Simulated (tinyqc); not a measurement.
# Lossy on-chip transmission line with skin effect: two studies

A uniform line in a homogeneous dielectric: c = sqrt(er)/(c0 Z0), l = Z0 sqrt(er)/c0 (c0 = 299792458 m/s), g = w c td, w = 2 pi f. The resistance joins its limits as r = sqrt(r_dc^2 + r_hf^2), with r_dc = rho/(wd th), r_hf = kr rho/(2 delta (wd + th)), delta = sqrt(rho/(pi f mu0)), mu0 = 4 pi 1e-7 H/m; this is an interpolation, and internal inductance, up to 0.05 nH/mm at low frequency, is neglected.

Inputs (values chosen for the exercise):
```
symbol,value,unit,meaning
wd,2.1,um,width of the strip
th,2.1,um,thickness of the strip
rho,1.8,uohm cm,resistivity
er,4.2,,relative permittivity
td,0.02,,loss tangent
Z0,75,ohm,lossless impedance sqrt(l/c)
kr,1.5,,factor for crowding and the return path
len,0.33,mm,length
Rg,10,ohm,source resistance
RL,1e5,ohm,load resistance
CL,0,fF,load capacitance
f,0.22,GHz,frequency
```

Each table varies one quantity; the others keep the values above.

## Line properties against frequency

gamma = sqrt((r + i w l)(g + i w c)) = alpha + i beta, Zc = sqrt((r + i w l)/(g + i w c)), roots with positive real part; loss 8.685889638 alpha in dB; phase velocity w/beta. ZL = 1/(1/RL + i w CL); reflection (ZL - Zc)/(ZL + Zc); Zin = Zc (ZL + Zc tanh(gamma len))/(Zc + ZL tanh(gamma len)); H = V_load/V_source = [Zin/(Zin + Rg)]/[cosh(gamma len) + (Zc/ZL) sinh(gamma len)].

Results:
```
f (GHz)	r (ohm/mm)	r/(w l)	loss (dB/mm)	|Zc| (ohm)	phase velocity over c0	length in wavelengths	|H| (dB)
0.01	4.0844	126.79	0.029887	844.44	0.061652	1.7855e-4	-9.8902e-4
0.03	4.0900	42.321	0.051404	487.93	0.10586	3.1195e-4	-9.9551e-4
0.09	4.1065	14.164	0.087188	282.59	0.17866	5.5452e-4	-0.0010109
0.3	4.1641	4.3088	0.14828	157.72	0.29868	0.0011056	-0.0010162
2	4.6034	0.71451	0.26039	83.138	0.46367	0.0047481	0.0017140
7	5.7028	0.25290	0.35399	76.164	0.48473	0.015896	0.038387
20	7.8727	0.12219	0.52980	75.271	0.48732	0.045176	0.33702
60	12.354	0.063916	0.93898	75.069	0.48783	0.13539	3.4377
```

Estimate the missing row, f = 0.8 GHz.

Computed row:
```
f (GHz)	r (ohm/mm)	r/(w l)	loss (dB/mm)	|Zc| (ohm)	phase velocity over c0	length in wavelengths	|H| (dB)
0.8	4.2980	1.6677	0.20874	104.58	0.40441	0.0021775	-7.2558e-4
```

With this row back in the table: r equals w l at 1.38 GHz: below it |Zc| and the delay grow as in an RC line, above it |Zc| tends to Z0 = 75 ohm and the velocity to 1/sqrt(er) = 0.488 c0. The loss goes as f^(0.49) between the first two rows and f^(0.52) between the last two. |H| is -9.89e-4 dB in the first row and 3.44 dB in the last; between rows it can pass through resonances that the table doesn't show.

## Effect of the length

Same model as above.

The same in every row: r (ohm/mm) = 4.1423; r/(w l) = 5.8448; loss (dB/mm) = 0.13039; |Zc| (ohm) = 182.61; phase velocity over c0 = 0.26436.

Results:
```
len (mm)	length in wavelengths	|H| (dB)
0.033	9.1607e-5	-8.8727e-4
0.058	1.6101e-4	-9.0098e-4
0.1	2.7760e-4	-9.2305e-4
0.18	4.9967e-4	-9.6184e-4
0.54	0.0014990	-0.0010835
0.94	0.0026094	-0.0011177
1.7	0.0047191	-8.9369e-4
```

Estimate the missing row, len = 0.31 mm.

Computed row:
```
len (mm)	length in wavelengths	|H| (dB)
0.31	8.6055e-4	-0.0010157
```

With this row back in the table: As len goes from 0.033 to 1.7, the loss stays at 0.130 dB/mm, |Zc| stays at 183 ohm and |H| goes from -8.87e-4 to -8.94e-4 dB, with its highest value among the rows, -8.87e-4 dB, at len = 0.033.

Program tinyqc, `OMP_NUM_THREADS=1 python tinyqc.py 2810149 2810150 out.jsonl`; Intel Xeon 2.30GHz, shared host, one thread, about 0.01 s.
